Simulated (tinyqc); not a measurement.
One-electron ion in a basis of Gaussians, step by step. One step of it, computed by the program tinyqc.

Problem. Matrices over normalised Gaussians. With p = a_i + a_j and I(k) = Gamma((k+1)/2) / (2 p^((k+1)/2)): S = I(2l+2), T = (2l+3) a_i a_j S / p, V = -Z I(2l+1), each divided by sqrt(S_ii S_jj).

exponents of r^l exp(-a r^2) (1/bohr^2): 0.492900  0.835400  1.416000

Z = 2

l = 0

Give: S; T; V.

Solution.

S:
```
        1       2       3
1  1.0000  0.9497  0.8189
2  0.9497  1.0000  0.9497
3  0.8189  0.9497  1.0000
```

T (hartree):
```
        1       2       3
1  0.7393  0.8832  0.8982
2  0.8832  1.2531  1.4970
3  0.8982  1.4970  2.1240
```

V (hartree):
```
         1        2        3
1  -2.2407  -2.4702  -2.5534
2  -2.4702  -2.9171  -3.2158
3  -2.5534  -3.2158  -3.7978
```
